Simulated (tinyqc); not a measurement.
From results back to parameters: Fermi-Dirac statistics of conduction electrons. Two cases, with inputs chosen for the exercise.

Problem. At zero temperature k_F = (3 pi^2 n)^(1/3) and E_F (1 + alpha E_F) = c k_F^2/m, c = hbar^2/2m0, m the density-of-states mass. The Fermi energies at two densities were computed from hidden m and alpha.

Constants: hbar^2/2m0 = 3.80998211 eV angstrom^2.

Case 1.

Values chosen (out of a larger set: near those of InSb, lowest valleys alone; not measured data): nA = 6e+17 1/cm^3; nB = 2e+18 1/cm^3.

E_F at nA = 0.116614 eV
E_F at nB = 0.201701 eV

Case 2.

Values chosen (out of a larger set: near those of GaN, lowest valleys alone; not measured data): nA = 4e+19 1/cm^3; nB = 1e+20 1/cm^3.

E_F at nA = 0.197988 eV
E_F at nB = 0.355009 eV

Find: k_F at nA and nB; m; alpha.

Solution. c k^2 (1/m) - E^2 alpha = E is linear in 1/m and alpha; two densities give two equations.

Case 1.

k_F at nA and nB (1/angstrom): 0.02609  0.03898

m = 0.0134 m0
alpha = 5.66 1/eV

Case 2.

k_F at nA and nB (1/angstrom): 0.10580  0.14360

m = 0.208 m0
alpha = 0.18 1/eV

Computed by tinyqc, one run a case: `OMP_NUM_THREADS=1 python tinyqc.py N N+1 out.jsonl` with N = 1650619, 1650685; one thread of a shared Intel(R) Xeon(R) Processor @ 2.30GHz, about 0.01 s a run at most.
